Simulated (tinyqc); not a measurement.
Equilibrium crystal shape, supported particles, Gibbs-Thomson effect and coarsening: one step, computed by the program tinyqc. Command: `OMP_NUM_THREADS=1 python tinyqc.py 3031337 3031338 out.jsonl wulff walk`. One thread of a shared host (Intel(R) Xeon(R) Processor @ 2.30GHz), about 0.05 s of CPU time with the checks.

A cubic crystal bounded by {100}, {110} and {111} facets only.

Problem. Surface energies from broken bonds. A cut with normal n breaks sum_R |R.n|/(2 Omega) bonds per area (R over all neighbours of a shell) and makes two surfaces: gamma = sum over shells e_s sum_R |R.n|/(4 Omega). bcc: 8 neighbours a/2 (1,1,1), 6 at a (1,0,0), Omega = a^3/2.

Inputs (values chosen for the exercise, for a model metal): lattice constant a = 3.63 angstrom; first-neighbour bond energy e1 = 0.472 eV; second-neighbour bond energy e2 = 0.072 eV.

Surface energies: broken bonds, bcc.

Constants: 1 eV/angstrom^2 = 16.02176634 J/m^2.

Give: gamma; Omega.

Solution.

gamma (J/m^2): (100) 1.2354, (110) 0.9354, (111) 1.1457

Omega = 23.916 angstrom^3

The lowest energy belongs to (110), the most densely packed plane of this lattice.
